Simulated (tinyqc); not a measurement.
Inside a calculation. Model: p-type polysilicon, carrier trapping at grain boundaries.

Computed by the program tinyqc: `OMP_NUM_THREADS=1 python tinyqc.py 2830138 2830139 out.jsonl`, one thread of a shared Intel Xeon 2.30GHz, about 0.01 s for the whole run. Printed values are rounded.

One-dimensional grains of size Lg, uniform ionised doping N, monovalent traps Qt at each boundary at a depth Et below (for electrons) or above (for holes) the band edge there, abrupt depletion of width W on each side of a boundary, Boltzmann statistics. xi is the distance from the band edge at the grain centre to the Fermi level. Trapped charge Qt/(1 + exp((xi + VB - Et)/Vt)) = 2 N W, barrier VB = q N W^2/(2 eps0 eps_r).

Values chosen for this exercise; values of the order met in polycrystalline silicon:
```
symbol    value        unit                                                              meaning
T           350           K                                                          temperature
eps_r      11.7                                                            relative permittivity
NB      3.34e19       cm^-3                                  valence-band density of states at T
Lg           34          nm                                                           grain size
Qt       3.8e12       cm^-2                                     trap density of a grain boundary
Et         0.39          eV  depth of the trap level from the majority band edge at the boundary
ms         0.39          m0                                         mass for thermionic emission
fe         0.25                                           correction factor of the emission rate
mug         180  cm^2/(V s)                                           mobility inside the grains
N        5.6e18       cm^-3                                                               doping
```

Constants: q = 1.602176634e-19 C, kB = 1.380649e-23 J/K, m0 = 9.1093837015e-31 kg, Vt = kB T/q, eps0 = 8.8541878128e-14 F/cm where lengths are in cm. Results are converted to the units shown.

## Starting value

W = 2 nm.

W at the start = 2 nm

## Iteration 1: new W

Partly depleted grain, xi = Vt ln(NB/N): f = 1/(1 + exp((xi + VB - Et)/Vt)), g = Qt f - 2 N W, g' = -2 Qt f (1 - f) VB/(W Vt) - 2 N, W(new) = W - g/g'.

VB = 0.0173218 V
f = 0.999974
g = 1.55990e12 cm^-2
g' = -1.12006e12 cm^-2/nm
W after iteration 1 = 3.39270 nm

## Iteration 2: new W

As before.

VB = 0.0498454 V
f = 0.999925
g = -1.11132e8 cm^-2
g' = -1.12028e12 cm^-2/nm
W after iteration 2 = 3.39260 nm

## Course of the iteration

Stop when the step is below 1e-10 nm, or after 40 iterations.

Course of the iteration:

| iteration | W before the step (nm) | step (nm) |
|---|---|---|
| 1 | 2 | 1.39 |
| 2 | 3.39270 | -9.92e-5 |
| 3 | 3.39260 | -1.56e-12 |

Converged in 3 iterations.

## Depletion width, Fermi level and barrier

If the trap equation with xi = Vt ln(NB/N) has a root W < Lg/2, the grain is partly depleted; otherwise W = Lg/2 and the trap equation gives xi = Et - VB + Vt ln(Qt/(N Lg) - 1). N* = Qt/Lg.

N* = 1.11765e18 cm^-3
W = 3.39260 nm
xi = 0.0538606 V
VB = 0.0498425 V
share of traps filled = 0.999925

N is 5.01 N*, and the grain is partly depleted; VB = 1.65 Vt.

## Resistivity and effective mobility

n0 = NB exp(-xi/Vt); mean density n0 (1 - 2 W/Lg) by charge balance in a partly depleted grain, and n0 (sqrt(pi)/2) erf(u)/u with u = sqrt(VB/Vt) in a fully depleted one; v = sqrt(kB T/(2 pi ms m0)); barrier resistivity Vt exp(VB/Vt)/(q fe n0 v Lg); grain resistivity (1 - 2 W/Lg)/(q n0 mug); effective mobility 1/(q mean density total resistivity).

n0 = 5.6e18 cm^-3
mean density = 4.48244e18 cm^-3
v = 4.65274e6 cm/s
barrier resistivity = 0.0443726 ohm cm
grain resistivity = 4.95627e-3 ohm cm
resistivity = 0.0493288 ohm cm
effective mobility = 28.2276 cm^2/(V s)

The resistivity is 7.97 times that of a single crystal with the same N and mobility mug, and the mean density is 80.0 % of N.
